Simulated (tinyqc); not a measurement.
Surface photovoltage measurement of the minority-carrier diffusion length in a wafer: one step, computed by the program tinyqc. Command: `OMP_NUM_THREADS=1 python tinyqc.py 3130074 3130075 out.jsonl spv walk`. One thread of a shared host (Intel(R) Xeon(R) Processor @ 2.30GHz), about 0.01 s of CPU time with the checks.

Low injection, steady light, a depletion layer much thinner than 1/alpha and L. The excess density dn is taken at the front edge of the neutral region; light that reaches the back is lost.

Problem. One wavelength. alpha = (84.732/lambda - 76.417)^2 per cm with lambda in micrometre (an empirical fit for silicon between 0.7 and 1.05 micrometre). Thick wafer: dn = Phi L/((S_f + D/L)(L + 1/alpha)). Finite wafer, with s = S_b L/D, w = W/L, a = alpha L: dn = [Phi a/(a^2 - 1)] [a - B - exp(-alpha W)(a - s)/(cosh w + s sinh w)]/(S_f + B D/L), B = (sinh w + s cosh w)/(cosh w + s sinh w). Photovoltage V = (k_B T/e) ln(1 + dn/n_0). Lifetime = L^2/D.

Inputs (values chosen for the exercise, modelled on p-type silicon at room temperature):
```
quantity                                             value        unit
diffusion length L                                     100  micrometre
wafer thickness W                                      300  micrometre
diffusivity D                                         26.7      cm^2/s
front recombination velocity S_f                     13000        cm/s
back recombination velocity S_b                     370000        cm/s
photon flux entering                               9.8e+12  1/(cm^2 s)
minority density at the surface barrier scale n_0  3.1e+08      1/cm^3
temperature T                                          298           K
wavelength                                             994          nm
```

Constants: k_B = 8.617333262e-05 eV/K.

Give: alpha; penetration depth 1/alpha; dn, thick wafer; B; dn, finite wafer; photovoltage V; lifetime.

Solution.

alpha = 77.91 1/cm

penetration depth 1/alpha = 128.4 micrometre

dn, thick wafer = 2.739e+08 1/cm^3

B = 1.005

dn, finite wafer = 2.679e+08 1/cm^3

photovoltage V = 15.99 mV

lifetime = 3.745 microsecond

Caution: dn is not small against n_0, so V is not linear in the flux; the constant-flux reading then needs dn, not V.
